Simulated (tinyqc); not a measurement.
Metal gate on a two-layer dielectric stack with fixed charge and a dipole: two steps of the calculation.

Gate, layer 2, layer 1, p-type semiconductor; x runs from the gate inwards. Charges are counted in units of +q. psi is the band bending at the surface, positive towards inversion. Classical charge, Boltzmann statistics, no interface traps.

Inputs (values chosen for the exercise); band and dielectric values close to those of silicon, layer 1 close to silicon dioxide, layer 2 close to hafnium oxide: temperature T = 300 K; band gap Eg = 1.14 eV; relative permittivity eps_r = 11.5; conduction-band density of states at T Nc = 2.76e19 cm^-3; valence-band density of states at T Nv = 2.65e19 cm^-3; electron affinity chi = 4.11 eV; acceptor density Na = 6.3e17 cm^-3; work function of the gate metal pM = 4.74 eV; thickness of layer 1, next to the semiconductor t1 = 1.7 nm; relative permittivity of layer 1 e1 = 3.77; thickness of layer 2, next to the gate t2 = 4.4 nm; relative permittivity of layer 2 e2 = 22; fixed charge at the semiconductor interface Q1 = 2.3e11 cm^-2; fixed charge between the layers Q2 = 2.3e12 cm^-2; uniform charge density in layer 1 r1 = 4.9e18 cm^-3; uniform charge density in layer 2 r2 = 1.8e18 cm^-3; flat-band shift by a dipole layer between the layers Vd = 0 V; band bending psi of the working point ps = -0.08 V.

Constants: q = 1.602176634e-19 C, kB = 1.380649e-23 J/K, Vt = kB T/q, eps0 = 8.8541878128e-14 F/cm where lengths are in cm. Results are converted to the units shown.

Question 1. Charge in the semiconductor. ni = sqrt(Nc Nv) exp(-Eg/(2 Vt)), Eg in volts. Qs = -sign(psi) sqrt(2 q eps0 eps_r Na Vt [exp(-u) + u - 1 + (ni/Na)^2 (exp(u) - u - 1)]), u = psi/Vt.

Find: Qs.

Answer 1.

Qs = 0.30913 uC/cm^2

The surface is accumulated.

Question 2. Fields and voltage drops. EOT = 3.9 (t1/e1 + t2/e2), Cox = eps0/(t1/e1 + t2/e2); phi_ms = pM - (chi + Eg - Vt ln(Nv/Na)).

Gauss: D = -Qs just inside the semiconductor; going towards the gate subtract q Q1, then q r1 t1, q Q2 and q r2 t2. Field = D/(eps0 e); the drop over a layer is its mean field times its thickness; Vg = phi_ms + Vd + psi + both drops.

Qs = 0.30912625 uC/cm^2

Wanted: D; field; drop over layer 2; drop over layer 1; Vg.

Answer 2.

D, place layer 2, gate side to semiconductor surface (uC/cm^2): [-0.9748, -0.8479, -0.4794, -0.3460, -0.3091]
field, place layer 2, gate side to semiconductor surface (MV/cm): [-0.500, -0.435, -1.436, -1.036, -0.304]
drop over layer 2 = -0.2059 V
drop over layer 1 = -0.2102 V
Vg = -0.9094 V

The same Vg follows from Vfb + psi - Qs/Cox. The largest field, 1.44 MV/cm in size, is at: layer 1, outer side.

Range of the model: At the working point ps the carrier density at the surface is 0.52 times the band density of states, where degeneracy and quantisation, left out here, matter.

Program tinyqc, `OMP_NUM_THREADS=1 python tinyqc.py 2010023 2010024 out.jsonl`; Intel Xeon 2.30GHz, shared host, one thread, about 0.01 s.
